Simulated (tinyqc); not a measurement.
Bending a trimer: Stillinger-Weber potential for a tetrahedral semiconductor. Computed by tinyqc, a small Python program. Command: `OMP_NUM_THREADS=1 python tinyqc.py 3016227 3016228 out.jsonl swsi sweep`. One thread of a shared host (Intel(R) Xeon(R) Processor @ 2.30GHz), about 0.05 s of CPU time with the checks.

With x = r/sigma: pair term eps A (B x^-4 - 1) exp(1/(x - a)); for each pair of neighbours j, k of atom i, three-body term eps lambda exp(gamma/(x_ij - a) + gamma/(x_ik - a)) (cos theta_jik + 1/3)^2; both vanish beyond x = a. A = 7.049556277, B = 0.6022245584, a = 1.8.

Inputs (values chosen for the exercise, modelled on silicon): energy scale eps = 2.258 eV; length scale sigma = 2.094 angstrom; three-body strength lambda = 21.7; gamma = 1.2; bond 1 of the trimer = 2.46 angstrom; bond 2 of the trimer = 2.57 angstrom.

Method. Atom 1 binds atoms 2 and 3 at the angle theta; the third side follows from the cosine rule. Sum the three pair terms and the three-body terms centred on each atom.

One run for each value; columns: (1) angle of the trimer theta (degrees); (2) energy of the trimer (eV); (3) three-body term at atom 1 (eV); (4) distance 2-3 (angstrom):
```
(1)      (2)         (3)     (4)
60   -4.5255  6.1411e-01  2.5168
80   -4.1808  2.2729e-01  3.2343
90   -4.1410  9.8257e-02  3.5576
100  -4.2161  2.2549e-02  3.8539
110  -4.2385  6.6731e-05  4.1208
120  -4.2141  2.4564e-02  4.3565
140  -4.0730  1.6558e-01  4.7268
160  -3.9135  3.2514e-01  4.9536
180  -3.8456  3.9303e-01  5.0300
```

Give the missing row, angle of the trimer theta (degrees) = 70.

Computed row; columns: (1) angle of the trimer theta (degrees); (2) energy of the trimer (eV); (3) three-body term at atom 1 (eV); (4) distance 2-3 (angstrom):
```
(1)      (2)         (3)     (4)
70   -4.4445  4.0334e-01  2.8865
```

Interpolating between the two neighbouring rows (linearly) misses most in three-body term at atom 1 (eV), by 4.3 %. Over the rows, energy of the trimer (eV) lies between -4.53 and -3.85 without a single trend; three-body term at atom 1 (eV) goes from 0.614 through a minimum among these rows, 6.67e-5 at 110, to 0.393. The term at atom 1 vanishes at the tetrahedral angle, 109.47 degrees. At the smallest angles a third bond forms between atoms 2 and 3.

Extremes, crossings and ranges named in words are read from the listed rows.
